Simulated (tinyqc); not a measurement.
Mobility, diffusion coefficient and lifetime from two collectors.

Question. For an injected sheet in a field F the peak time tp at distance L obeys u^2 tp^2 + 2 D tp = L^2 with u^2 = v^2 + 4 D/tau, and the pulse area goes as exp(L (v - u)/(2 D)); v = mu F. Find u, D, mu and tau without using the Einstein relation.

Inputs (values chosen for the exercise):
- F = 22 V/cm (sweep field along the drift)

distances (um): 400  1200
peak times (us): 1.25845802  3.85894342
ratio of the areas, far over near = 0.282288681

Answer. The two peak times give two linear equations for u^2 and D; the area ratio gives v - u, and u^2 - v^2 = 4 D/tau gives tau.

u = 3.08e4 cm/s
D = 40.4 cm^2/s
mu = 1.34e3 cm^2/(V s)
tau = 2.10e-6 s

Program tinyqc, `OMP_NUM_THREADS=1 python tinyqc.py 2310012 2310013 out.jsonl`; Intel Xeon 2.30GHz, shared host, one thread, about 0.01 s.
